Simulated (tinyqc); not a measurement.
Thickness, silicon consumed, volume change, sheet resistance: thermodynamics of metal silicides: hull, first phase, silicon consumed, nucleation and stability against SiO2. Computed by tinyqc, a small Python program. Command: `OMP_NUM_THREADS=1 python tinyqc.py 3017429 3017430 out.jsonl silphase walk`. One thread of a shared host (Intel(R) Xeon(R) Processor @ 2.30GHz), about 0.01 s of CPU time with the checks.

Entropies of formation of the solids are neglected, so heats stand for free energies. Si fractions: M2Si 0.3333, MSi 0.5000, MSi2 0.6667.

Inputs (values chosen for the exercise, for a model metal): molar volume of M = 6.67 cm^3/mol; molar volume of Si = 12.06 cm^3/mol; metal thickness t = 23 nm.

Phases: M2Si, MSi, MSi2.

volumes of the three phases per mole of M (cm^3/mol): [9.96, 13.4, 23.7]

resistivities of the three phases (microohm cm): [43, 19, 38]

Method. Per phase M_a Si_b, for ample silicon (not limited to t_Si): silicide thickness = t V/V_M; silicon consumed = t (b/a) V_Si/V_M; net volume change = V/(V_M + (b/a) V_Si) - 1; the top surface lies (silicide thickness - silicon consumed) above the old interface; sheet resistance = resistivity/thickness.

Films:
```
phase  thickness (nm)  Si consumed (nm)  volume change (%)  top above old interface (nm)  sheet resistance (ohm)
M2Si           34.345            20.793            -21.575                        13.552                  12.520
MSi            46.207            41.586            -28.457                         4.621                   4.112
MSi2           81.724            83.172            -23.027                        -1.448                   4.650
```

silicon consumed by MSi = 41.586 nm

sheet resistance of MSi = 4.1119 ohm

What follows from these numbers?

For a given sheet resistance the silicon consumed goes as resistivity x (b/a)/V: M2Si 2.16, MSi 1.42, MSi2 3.21. It is least for MSi, which matters on shallow junctions and thin silicon. All three reactions shrink the total volume.

Extremes, crossings and ranges named in words are read from the listed rows.
